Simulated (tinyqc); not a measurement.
Precursor delivery by bubblers, mass-transport growth and the solid composition of a III-V alloy: one step, computed by the program tinyqc. Command: `OMP_NUM_THREADS=1 python tinyqc.py 3029563 3029564 out.jsonl movpe_thermo walk`. One thread of a shared host (Intel(R) Xeon(R) Processor @ 2.30GHz), about 0.01 s of CPU time with the checks.

1 sccm = 44.615 micromol/min; 1 torr = 133.322 Pa. The sources decompose fully at the surface.

Problem. Bubblers. log10 p_v = a - b/T_bath; molar flow = F x 44.615 x p_v/(p_b - p_v) for a saturated bubbler.

Inputs (values chosen for the exercise, modelled on triethylgallium (source 1) and trimethylindium (source 2) for the vapour pressures):
```
quantity              value  unit
bath temperature T1     296     K
bath temperature T2     290     K
bubbler pressure p_b    600  torr
carrier flow F1          82  sccm
carrier flow F2         300  sccm
```

constants a, b of source 1 (log10 torr, K): 8.086  2162

constants a, b of source 2 (log10 torr, K): 10.49  3014

Give: vapour pressure 1; molar flow 1; vapour pressure 2; molar flow 2.

Solution.

vapour pressure 1 = 6.053 torr

molar flow 1 = 37.28 micromol/min

vapour pressure 2 = 1.250 torr

molar flow 2 = 27.94 micromol/min

One kelvin of bath error changes flow 1 by 5.7 % and flow 2 by 8.3 %.
